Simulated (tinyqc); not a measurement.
From results back to parameters: finite square well with mass mismatch (envelope functions). Two cases, with inputs chosen for the exercise.

Problem. The lowest level of this well was computed from a hidden depth V0.

A square well of width L and depth V0, mass mw inside and mb outside, energies from the bottom of the well, c = hbar^2/2m0. k = sqrt(mw E/c), kappa = sqrt(mb (V0 - E)/c). psi and psi'/m are continuous at the walls (BenDaniel-Duke), so level n solves k L + 2 atan[(k/mw)/(kappa/mb)] = n pi.

Constants: hbar^2/2m0 = 3.80998211 eV angstrom^2.

Case 1.

Values chosen (out of a larger set: near those of a non-polar GaN well in AlGaN; not measured data): L = 50 angstrom (well width); mw = 0.207 m0 (mass in the well); mb = 0.25 m0 (mass in the barrier).

E1 = 0.047301 eV

Case 2.

Values chosen (out of a larger set: near those of a non-polar GaN well in AlGaN; not measured data): L = 44 angstrom (well width); mw = 0.207 m0 (mass in the well); mb = 0.234 m0 (mass in the barrier).

E1 = 0.053421 eV

Find: k; kappa; V0.

Solution. For n = 1 the condition reads kappa = (mb/mw) k tan(kL/2); then V0 = E1 + c kappa^2/mb.

Case 1.

k = 0.05069 1/angstrom
kappa = 0.1955 1/angstrom
V0 = 0.630 eV

Case 2.

k = 0.05387 1/angstrom
kappa = 0.1500 1/angstrom
V0 = 0.420 eV

Computed by tinyqc, one run a case: `OMP_NUM_THREADS=1 python tinyqc.py N N+1 out.jsonl` with N = 1281310, 1281359; one thread of a shared Intel(R) Xeon(R) Processor @ 2.30GHz, about 0.01 s a run at most.
